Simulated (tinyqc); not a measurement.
Atomic layer deposition: Langmuir saturation, growth per cycle and coating of deep features: one step, computed by the program tinyqc.

Precursor A sticks only on free sites, so a long enough pulse saturates; co-reactant B then frees the sites again.

Task: The first four cycles. One cycle from coverage th0: pulse A gives th1 = th_s + (th0 - th_s) exp(-(k_a + k_d) t), th_s = k_a/(k_a + k_d); the purge leaves th2 = th1 exp(-k_d t_p); pulse B converts c_B th2 into film and leaves th3 = (1 - c_B) th2. Growth = G c_B th2. Start from th0 = 0.

Inputs (values chosen for the exercise, modelled on hafnium oxide from an amide and water):
```
quantity                              value      unit
growth per cycle at saturation G          1  angstrom
temperature T                           175         C
pulse time t                            1.7         s
co-reactant completion per pulse c_B   0.99         -
purge time t_p                          1.8         s
```

k_a = 1.001323 1/s

k_d = 8.290723e-04 1/s

Give: Cycles.

Result:

Cycles:
```
cycle       th0     th1     th2       th3  growth (angstrom)
1      0.000000  0.8173  0.8161  0.008161             0.8079
2      0.008161  0.8188  0.8176  0.008176             0.8094
3      0.008176  0.8188  0.8176  0.008176             0.8094
4      0.008176  0.8188  0.8176  0.008176             0.8094
```
